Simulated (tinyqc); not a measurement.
## Gap and screening length from two transmissions

Inverse problem. At the source junction of a tunnel FET, T(w) = exp(-S), S = 2 pi lam sqrt(m/(C Eg)) [w + Eg/2 - sqrt(w (w + Eg))], C = hbar^2/(2 m0). Find Eg (between 0.1 and 3 eV) and lam.

Parameters, values chosen for the exercise:

| symbol | value | unit | meaning |
|---|---|---|---|
| m | 0.023 | m0 | band-edge mass of the two-band model |

Constants: q = 1.602176634e-19 C, hbar = 1.054571817e-34 J s, m0 = 9.1093837015e-31 kg, hbar^2/(2 m0) = 0.0380998212 eV nm^2. Results are converted to the units shown.

T(w) at w = 0.08 and 0.5 eV: [0.33231632, 0.69274206]

Solution. The ratio of the two exponents depends on Eg alone and falls steadily with it, which fixes Eg; either exponent then gives lam.

ratio of the two S = 3.00
Eg = 0.354 eV
lam = 1.90 nm

Computed by the program tinyqc: `OMP_NUM_THREADS=1 python tinyqc.py 2620097 2620098 out.jsonl`, one thread of a shared Intel Xeon 2.30GHz, about 0.01 s for the whole run.
